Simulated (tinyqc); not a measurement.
Lateral field, substrate current, probability of reaching the oxide barrier and hot-carrier lifetime of a silicon transistor (pseudo-two-dimensional and lucky-electron models): one step, computed by the program tinyqc. Command: `OMP_NUM_THREADS=1 python tinyqc.py 3003815 3003816 out.jsonl hotcar walk`. One thread of a shared host (Intel(R) Xeon(R) Processor @ 2.30GHz), about 0.01 s of CPU time with the checks.

Local-field models: a lucky carrier gains its energy at the peak field over a path free of collisions. Voltages are magnitudes.

Problem. Saturation point and current. C_ox = 3.9 eps_0/t; F_sat = 2 v_s/mu; V_Dsat = V_ov F_sat L/(V_ov + F_sat L), V_ov = V_G - V_T; I_D/W = C_ox v_s (V_ov - V_Dsat).

Inputs (values chosen for the exercise, modelled on a silicon n-channel):

| quantity | value | unit |
|---|---|---|
| channel length L | 780 | nm |
| oxide thickness t | 21 | nm |
| junction depth x_j | 140 | nm |
| mobility mu | 380 | cm^2/(V s) |
| saturation velocity v_s | 0.84 | 1e7 cm/s |
| threshold voltage V_T | 0.65 | V |
| gate voltage V_G | 2.2 | V |
| ionisation prefactor A_i | 2.1e+06 | 1/cm |
| ionisation field B_i | 1.73 | MV/cm |
| hot-carrier mean free path lambda | 7.9 | nm |
| oxide barrier phi_b | 3.1 | eV |
| interface-trap threshold phi_it | 3.8 | eV |
| lifetime constant H | 20 | s microampere/micrometre |

Drain: abrupt.

Constants: eps_0 = 8.8541878128e-12 F/m.

Give: F_sat; V_Dsat; drain current I_D/W.

Solution.

F_sat = 44.21 kV/cm

V_Dsat = 1.069 V

drain current I_D/W = 66.39 microampere/micrometre
